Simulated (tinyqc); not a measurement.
Worked calculation: Hubbard ring of 4 sites. One step of it, computed by the program tinyqc.

Question. The many-body Hamiltonian. Basis: all placements (u, d, 2, 0 on each site), up operators ordered before down ones; hops carry the sign of the same-spin electrons passed.

one-body matrix (hopping and site energies) (eV), lower triangle:
```
           1          2          3         4
1  -0.410000
2  -1.470000  -0.400000
3   0.000000  -1.470000   0.830000
4  -1.470000   0.000000  -1.470000  0.680000
```

U = 8.900000 eV

electrons, up and down: 1  1

Give: H.

Answer.

H (eV), lower triangle:
```
        2000    ud00    u0d0    u00d    du00    0200    0ud0    0u0d
2000   8.080
ud00  -1.470  -0.810
u0d0   0.000  -1.470   0.420
u00d  -1.470   0.000  -1.470   0.270
du00  -1.470   0.000   0.000   0.000  -0.810
0200   0.000  -1.470   0.000   0.000  -1.470   8.100
0ud0   0.000   0.000  -1.470   0.000   0.000  -1.470   0.430
0u0d   0.000   0.000   0.000  -1.470  -1.470   0.000  -1.470   0.280
d0u0   0.000   0.000   0.000   0.000  -1.470   0.000   0.000   0.000
0du0   0.000   0.000   0.000   0.000   0.000  -1.470   0.000   0.000
0020   0.000   0.000   0.000   0.000   0.000   0.000  -1.470   0.000
00ud   0.000   0.000   0.000   0.000   0.000   0.000   0.000  -1.470
d00u  -1.470   0.000   0.000   0.000   0.000   0.000   0.000   0.000
0d0u   0.000  -1.470   0.000   0.000   0.000   0.000   0.000   0.000
00du   0.000   0.000  -1.470   0.000   0.000   0.000   0.000   0.000
0002   0.000   0.000   0.000  -1.470   0.000   0.000   0.000   0.000

        d0u0    0du0    0020    00ud    d00u    0d0u    00du    0002
d0u0   0.420
0du0  -1.470   0.430
0020   0.000  -1.470  10.560
00ud  -1.470   0.000  -1.470   1.510
d00u  -1.470   0.000   0.000   0.000   0.270
0d0u   0.000  -1.470   0.000   0.000  -1.470   0.280
00du   0.000   0.000  -1.470   0.000   0.000  -1.470   1.510
0002   0.000   0.000   0.000  -1.470  -1.470   0.000  -1.470  10.260
```
